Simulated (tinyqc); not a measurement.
# Ellipsometry and reflectance of a transparent film on an absorbing substrate: effects of single changes

Air (index 1), film, substrate with N2 = n2 - i k2; time factor exp(+i w t). q_j = sqrt(N_j^2 - sin^2 th), root with positive real part. Fresnel coefficients r_s = (q_a - q_b)/(q_a + q_b), r_p = (N_b^2 q_a - N_a^2 q_b)/(N_b^2 q_a + N_a^2 q_b). tan(Psi) exp(i Delta) = R_p/R_s, Delta taken from 0 to 360 degrees.

Parameters, values chosen for the exercise; indices close to those of titanium dioxide on silicon: wavelength lam = 632.8 nm; angle of incidence th = 70 degrees; index of the transparent film n1 = 2.381; film thickness d = 97 nm; index of the substrate n2 = 3.882; extinction coefficient of the substrate k2 = 0.019.

Each table varies one quantity; the others keep the values above.

## Psi and Delta against the film thickness

beta = 2 pi d q1/lam, X = exp(-2 i beta), R = (r01 + r12 X)/(1 + r01 r12 X) for p and s. The last column is the derivative of Delta.

Psi and Delta against the film thickness:
```
d (nm),Psi (degrees),Delta (degrees),|R_p|^2,|R_s|^2,dDelta/dd (degrees/nm)
0,10.57,179.2,0.02420,0.6947,-3.239
2,10.60,172.8,0.02432,0.6944,-3.227
4,10.68,166.3,0.02464,0.6934,-3.198
6,10.79,160.0,0.02514,0.6917,-3.152
8,10.96,153.7,0.02583,0.6894,-3.093
10,11.16,147.6,0.02671,0.6865,-3.022
12,11.40,141.6,0.02775,0.6829,-2.943
14,11.67,135.8,0.02896,0.6786,-2.859
16,11.98,130.2,0.03032,0.6737,-2.773
```

What does the comparison show?

Delta falls from 179.23 to 130.21 degrees while Psi moves from 10.57 to 11.98: Delta changes 34.9 times as much as Psi. With the slope of the first row an error of 0.01 degree in Delta means 0.0031 nm.

## Effect of the index of the transparent film

Same model as above.

dDelta/dd is the derivative of Delta; period lam/(2 q1).

Effect of the index of the transparent film:
```
n1,Psi (degrees),Delta (degrees),|R_p|^2,|R_s|^2,dDelta/dd (degrees/nm),period (nm)
1.25,29.66,96.88,0.1749,0.5391,-0.07168,383.8
1.45,39.16,80.23,0.2310,0.3483,0.01037,286.5
1.65,50.43,58.21,0.2265,0.1547,-0.8633,233.3
1.85,52.79,7.313,0.1886,0.1087,-3.453,198.5
2.05,37.19,332.6,0.1369,0.2376,-2.263,173.7
2.25,24.89,313.5,0.08693,0.4038,-1.899,154.8
2.45,17.03,292.7,0.04970,0.5296,-2.193,139.8
2.65,12.30,265.0,0.02901,0.6102,-2.674,127.7
```

What does the comparison show?

Psi goes from 29.7 through a maximum of 52.8 (at n1 = 1.85 among the rows listed) to 12.3 degrees and |R_p|^2 goes from 0.175 through a maximum of 0.231 (at n1 = 1.45 among the rows listed) to 0.0290. The slope of Delta is largest in size, 3.45 degrees/nm, at n1 = 1.85 among the rows.

Numbers from tinyqc (`OMP_NUM_THREADS=1 python tinyqc.py 2870126 2870127 out.jsonl`; about 0.01 s on one thread of a shared Intel Xeon 2.30GHz).
